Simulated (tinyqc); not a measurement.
Carrier lifetime of an n-type layer with SRH, radiative, Auger and surface recombination: two steps of the calculation.

Uniform excess density dn = dp (no trapping), n = n0 + dn, p = p0 + dn, Boltzmann statistics, full ionisation. Surfaces enter as a rate 2 S dn/d, which holds while diffusion to them is fast.

Inputs (values chosen for the exercise); band and dielectric values close to those of gallium arsenide: temperature T = 250 K; radiative coefficient B = 6.89e-10 cm^3/s; Auger coefficient (two electrons) Cn = 2.4e-30 cm^6/s; Auger coefficient (two holes) Cp = 2.4e-30 cm^6/s; surface recombination velocity (both faces) S = 700 cm/s; sample thickness d = 2 um; generation rate G = 3.4e22 cm^-3 s^-1.

Constants: q = 1.602176634e-19 C, kB = 1.380649e-23 J/K, Vt = kB T/q. Results are converted to the units shown.

Question 1. New dn. With e = n p - ni^2 = dn (n0 + p0 + dn): U_SRH = e/(tp0 (n + n1) + tn0 (p + p1)), U_rad = B e, U_Aug = (Cn n + Cp p) e, U_s = 2 S dn/d. Newton step on ln U(ln dn) = ln G, U the sum: k = d ln U/d ln dn (central difference over factors 1.0001), dn(new) = dn (G/U)^(1/k).

dn after iteration 2 = 3.3895731e15 cm^-3
n0 = 1e15 cm^-3
p0 = 5.3268932e-8 cm^-3
n1 = 0.0093477147 cm^-3
p1 = 5.6986048e9 cm^-3
tn0 = 1.8939394e-5 s
tp0 = 9.4696970e-6 s

Wanted: U_SRH; U_rad; U_Aug; U_s; k; dn after iteration 3.

Answer 1.

U_SRH = 1.407e20 cm^-3 s^-1
U_rad = 1.025e22 cm^-3 s^-1
U_Aug = 2.778e17 cm^-3 s^-1
U_s = 2.373e22 cm^-3 s^-1
k = 1.231
dn after iteration 3 = 3.380e15 cm^-3

Question 2. Lifetime, shares and quasi-Fermi splitting. tau = dn/U, shares of U, splitting Vt ln(n p/ni^2), radiative efficiency U_rad/U.

converged dn = 3.3799319e15 cm^-3
ni = 7298.5568 cm^-3
n0 = 1e15 cm^-3
p0 = 5.3268932e-8 cm^-3
n1 = 0.0093477147 cm^-3
p1 = 5.6986048e9 cm^-3
tn0 = 1.8939394e-5 s
tp0 = 9.4696970e-6 s

Wanted: tau; shares; quasi-Fermi splitting.

Answer 2.

tau = 9.9410e-8 s
shares (%): SRH 0.413, radiative 30.000, Auger 0.001, surface 69.587
quasi-Fermi splitting = 1.1629 V

Surface recombination takes the largest share. dn is 3.4 times the doping: intermediate injection.

tinyqc, about 0.01 s, one thread, Intel Xeon 2.30GHz (shared host): `OMP_NUM_THREADS=1 python tinyqc.py 2300021 2300022 out.jsonl`
